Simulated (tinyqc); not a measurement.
# Changing the base width W

Model: minority-electron transport through the base of a bipolar transistor (Moll-Ross and Kroemer integrals). Computed by tinyqc, a small Python program. Command: `OMP_NUM_THREADS=1 python tinyqc.py 3030802 3030803 out.jsonl base sweep`. One thread of a shared host (Intel(R) Xeon(R) Processor @ 2.30GHz), about 0.01 s of CPU time with the checks.

Low injection, one dimension, x from the emitter edge (0) to the collector edge (W), s = x/W. Recombination is treated as a small correction (valid for tau_B well below tau_n), computed from the stored charge.

Inputs (values chosen for the exercise, modelled on GaAs):
```
quantity                                     value        unit
intrinsic density n_i at the emitter edge  1.9e+06      1/cm^3
base doping at the emitter edge N_0        1.6e+18      1/cm^3
mu_min                                         770  cm^2/(V s)
mu_max                                        6990  cm^2/(V s)
N_ref                                      1.4e+17      1/cm^3
saturation velocity v_s                       0.92    1e7 cm/s
electron lifetime tau_n                        7.7          ns
emitter Gummel number G_E                  3.6e+12      s/cm^4
base-emitter voltage V_BE                        1           V
temperature T                                  300           K
doping ratio N_0/N(W)                           25           -
```

Base doping profile: Gaussian. Gap grading: none. Exit of the base: infinite sink.

Constants: k_B = 8.617333262e-05 eV/K; e = 1.602176634e-19 C.

Method:
- N(x) = N_0 (ratio)^(-s^2); n_i(x) = n_i; D(x) = (k_B T/e) mu, mu = mu_min + (mu_max - mu_min)/(1 + (N/N_ref)^0.7).
- With y(x) = N n_i^2/(D n_i(x)^2): base Gummel number G_B = int_0^W y dx; J_C = e n_i^2 exp(e V_BE/k_B T)/G_B; n(x) = (J_C/e)(n_i(x)^2/(N n_i^2)) [int_x^W y dx]; transit time tau_B = (e/J_C) int n dx; trapezoid rule on 401 even points.
- Emitter-limited gain beta_E = G_E/G_B; recombination-limited gain beta_R = tau_n/tau_B; 1/beta = 1/beta_E + 1/beta_R; f_T from the base alone = 1/(2 pi tau_B).

One run for each value; columns: (1) base width W (nm); (2) base transit time tau_B (ps); (3) current gain beta; (4) f_T from the base alone (GHz); (5) mean velocity W/tau_B (1e7 cm/s); (6) share of the exit term in G_B (%):
```
(1)          (2)     (3)         (4)     (5)  (6)
10    3.5601e-03  236.03  4.4705e+04  28.089    0
18    1.1535e-02  131.11  1.3798e+04  15.605    0
32    3.6456e-02   73.74  4.3657e+03   8.778    0
56    1.1165e-01   42.13  1.4255e+03   5.016    0
100   3.5601e-01   23.58  4.4705e+02   2.809    0
180   1.1535e+00   13.09  1.3798e+02   1.560    0
320   3.6456e+00    7.35  4.3657e+01   0.878    0
560   1.1165e+01    4.19  1.4255e+01   0.502    0
1000  3.5601e+01    2.34  4.4705e+00   0.281    0
```

What does the table show, and why?

Over the rows, base transit time tau_B (ps) rises from 0.00356 to 35.6 (exponent d ln y / d ln x about 2.0 throughout); current gain beta falls from 236 to 2.34 (exponent d ln y / d ln x about -1.0 throughout); f_T from the base alone (GHz) falls from 44700 to 4.47 (exponent d ln y / d ln x about -2.0 throughout). The exponent of base transit time tau_B stays at 2: diffusion, or drift in a field proportional to 1/W. The exponent of current gain beta stays between -1.01 and -1.00, near -1: emitter-limited gain, or recombination with a transit time limited by the exit velocity.

Caution (rows 10.0, 18.0, 32.0, 56.0, 100, 180): the mean velocity exceeds v_s, so drift-diffusion with a low-field mobility overstates the speed. Caution (rows 10.0, 18.0): the base is only a few mean free paths wide, so transport is partly ballistic.
